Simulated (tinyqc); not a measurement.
# Electron mobility in a silicon inversion layer, empirical terms and Matthiessen rule, step by step

Program tinyqc, `OMP_NUM_THREADS=1 python tinyqc.py 2510132 2510133 out.jsonl`; Intel Xeon 2.30GHz, shared host, one thread, about 0.01 s. Printed values are rounded.

Inversion layer of sheet density Ns on a uniformly doped body, under a high-permittivity gate with an interlayer. The mobility terms are empirical power laws with prefactors chosen for the exercise; adding their inverses (Matthiessen) is itself an approximation.

Inputs (values chosen for the exercise); material values close to those of silicon: temperature T = 300 K; band gap Eg = 1.12 eV; relative permittivity of the semiconductor eps_r = 11.6; conduction-band density of states at T Nc = 2.83e19 cm^-3; valence-band density of states at T Nv = 2.62e19 cm^-3; body doping Nb = 2.5e17 cm^-3; reverse body bias Vsb = 1 V; weight of the inversion charge in the effective field eta = 0.5; gate capacitance Cox = 0.63 uF/cm^2; phonon-limited mobility at 1 MV/cm and 300 K Ap = 385 cm^2/(V s); roughness-limited mobility at 1 MV/cm As = 948 cm^2/(V s); exponent of the roughness term gs = 2; Coulomb prefactor Ac = 1900 cm^2/(V s); charge at the interface Nit = 2.9e11 cm^-2; remote-phonon mobility without interlayer Ar = 240 cm^2/(V s); interlayer thickness ti = 0.8 nm; decay length of remote phonons lr = 0.7 nm; inversion density Ns = 9.7e11 cm^-2; ratio W/L WL = 10; drain voltage Vd = 0.02 V; measured linear current I = 5.57 uA.

Constants: q = 1.602176634e-19 C, kB = 1.380649e-23 J/K, Vt = kB T/q, eps0 = 8.8541878128e-14 F/cm where lengths are in cm. Results are converted to the units shown.

## Depletion charge and effective field

ni = sqrt(Nc Nv) exp(-Eg/(2 Vt)), Eg in volts; Ndep = sqrt(2 eps0 eps_r Nb (2 Vt ln(Nb/ni) + Vsb)/q); E = q (Ndep + eta Ns)/(eps0 eps_r), in MV/cm.

ni = 1.06527e10 cm^-3
Ndep = 2.45313e12 cm^-2
E = 0.458326 MV/cm

The depletion charge gives 83.5 % of the field.

## Mobility terms and their sum

With t = T/(300 K): muC = Ac (Ns/1e12 cm^-2) t/(Nb/1e17 cm^-3 + Nit/1e11 cm^-2), muP = Ap E^(-1/3) t^(-1.75), muS = As E^(-gs), muR = Ar exp(2 ti/lr)/t; 1/mu is the sum of the inverses.

terms (cm^2/(V s)): Coulomb 341.296, phonon 499.347, roughness 4512.94, remote phonon 2359.85
mu = 179.277 cm^2/(V s)
shares of 1/mu (%): Coulomb 52.5282, phonon 35.9023, roughness 3.97251, remote phonon 7.59697

The Coulomb term limits most.

## Iteration 1: inversion density for the measured current

Ns at the start = 4.8e11 cm^-2

I = (W/L) q Ns mu Vd. E = q (Ndep + eta Ns)/(eps0 eps_r) in MV/cm. With t = T/(300 K): muC = Ac (Ns/1e12 cm^-2) t/(Nb/1e17 cm^-3 + Nit/1e11 cm^-2), muP = Ap E^(-1/3) t^(-1.75), muS = As E^(-gs), muR = Ar exp(2 ti/lr)/t; 1/mu is the sum of the inverses. Ns(new) = I/((W/L) q mu Vd).

E = 0.420108 MV/cm
mu = 117.976 cm^2/(V s)
Ns after iteration 1 = 1.47340e12 cm^-2

## Iteration 2: inversion density for the measured current

As before.

E = 0.497590 MV/cm
mu = 214.036 cm^2/(V s)
Ns after iteration 2 = 8.12135e11 cm^-2

## Course of the iteration: inversion density for the measured current

Stop when Ns changes by less than 1e5 cm^-2, or after 120 iterations.

Course of the iteration:
```
iteration  Ns (cm^-2)  |change| (cm^-2)
1          1.47340e12           9.93e11
2          8.12135e11           6.61e11
3          1.06341e12           2.51e11
4          9.27927e11           1.35e11
5          9.91305e11           6.34e10
6          9.59349e11           3.20e10
7          9.74900e11           1.56e10
8          9.67196e11            7.70e9
9          9.70979e11            3.78e9
...               ...               ...
16         9.69720e11            2.66e7
17         9.69733e11            1.31e7
18         9.69726e11            6.46e6
19         9.69730e11            3.18e6
20         9.69728e11            1.57e6
21         9.69729e11            7.71e5
22         9.69728e11            3.80e5
23         9.69729e11            1.87e5
24         9.69729e11            9.21e4
```

Converged in 24 iterations. At the end each change is about 0.49 times the one before, with alternating sign: linear convergence.

## Split C-V extraction

```
point  Vg (V)  Cgc (uF/cm^2)      I (uA)
0         0.2     6.41577e-4  2.57784e-7
1        0.25     0.00240628  3.63508e-6
2         0.3     0.00895587  5.08159e-5
3        0.35      0.0324119  6.88139e-4
4         0.4       0.106742  0.00835888
5        0.45       0.273514   0.0749937
6         0.5       0.467868    0.388598
7        0.55       0.576851     1.14405
8         0.6       0.614936     2.30628
9        0.65       0.625923     3.74239
10        0.7       0.628911     5.35004
11       0.75       0.629710     7.06487
12        0.8       0.629923     8.84559
```

Q(Vg) is the trapezoid sum of Cgc from the first point (where Q is taken as 0); mu_eff = I/((W/L) Q Vd); mu_FE = (dI/dVg)/((W/L) Cox Vd) with a backward difference. Listed from point 4 on.

```
point  Q (uC/cm^2)  mu_eff (cm^2/(V s))  mu_FE (cm^2/(V s))
4       0.00487329              8.57622             1.21758
5        0.0143797              26.0763             10.5770
6        0.0329142              59.0319             49.7784
7        0.0590322              96.9005             119.913
8        0.0888269              129.819             184.481
9         0.119848              156.130             227.953
10        0.151219              176.897             255.184
11        0.182685              193.362             272.194
12        0.214176              206.503             282.655
```

At the last point mu_FE is 37 % above mu_eff.
